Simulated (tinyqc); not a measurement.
# Worked calculation: a clean chain and dephasing by Buettiker voltage probes

tinyqc, about 0.01 s, one thread, Intel Xeon 2.30GHz (shared host): `OMP_NUM_THREADS=1 python tinyqc.py 2700003 2700004 out.jsonl` Printed values are rounded.

Sites 1 to 3 form a chain with hopping -t. Lead L joins site 1 and lead R site 3, both semi-infinite chains with hopping -t and site energy 0. Every site carries a probe with self-energy -i Gamma_p/2 that draws no net current. Linear response at zero temperature: mu_L = 1, mu_R = 0 in units of the bias.

Values chosen for this exercise:
```
symbol,value,unit,meaning
t,1,eV,hopping (matrix element -t)
U,"[0, 0, 0]",eV,site energies 1 to N
E,1.34,eV,Fermi energy
gp,0.32,eV,probe broadening Gamma_p
```

Constants: q = 1.602176634e-19 C, h = 6.62607015e-34 J s. Results are converted to the units shown.

## Green function

Sigma = t^2 g(E), g(x) = (x - i sqrt(4 t^2 - x^2))/(2 t^2) for |x| < 2 t and (x - sign(x) sqrt(x^2 - 4 t^2))/(2 t^2) otherwise; Gamma = -2 Im Sigma; G = (E - H - Sigma_L - Sigma_R + i Gamma_p/2)^(-1).

Sigma = 0.670000-0.742361i eV
Gamma = 1.48472 eV

G (1/eV):
```
                     1                   2                    3
1   0.043137-0.655865i  0.379271+0.400504i  -0.487280+0.058506i
2   0.379271+0.400504i  0.107287-0.610577i   0.379271+0.400504i
3  -0.487280+0.058506i  0.379271+0.400504i   0.043137-0.655865i
```

## Transmissions between terminals

With Gamma the broadening by one lead, T_RL = Gamma^2 |G_(3,1)|^2, T_pL = Gamma Gamma_p |G_(p,1)|^2, T_pR = Gamma Gamma_p |G_(p,3)|^2, T_pq = Gamma_p^2 |G_(p,q)|^2 for p != q.

T_RL = 0.530963

```
probe      T_pL      T_pR
1      0.205257  0.114438
2      0.144553  0.144553
3      0.114438  0.205257
```

T_pq:
```
           1          2          3
1  0.0000000  0.0311552  0.0246646
2  0.0311552  0.0000000  0.0311552
3  0.0246646  0.0311552  0.0000000
```

## Probe potentials and effective transmission

No current into probe p: W mu = T_pL with W_pp = T_pL + T_pR + sum_q T_pq and W_pq = -T_pq. Then T_eff = T_RL + sum_p T_pR mu_p, and the resistance is (h/2q^2)/T_eff.

W:
```
           1          2          3
1   0.375515  -0.031155  -0.024665
2  -0.031155   0.351416  -0.031155
3  -0.024665  -0.031155   0.375515
```

mu_p, probe 1 to 3: 0.613473  0.500000  0.386527
T_eff = 0.752781
resistance = 17.1450 kohm

Without probes the transmission is 1.000. With them, 70.5 % of the current crosses without entering a probe.

## Current at both leads

In units of (2 q^2/h) times the bias, T_RL + sum_p T_pL (1 - mu_p) leaves L and T_RL + sum_p T_pR mu_p enters R.

current leaving L = 0.752781
current entering R = 0.752781

The two are equal: the probes conserve the current.
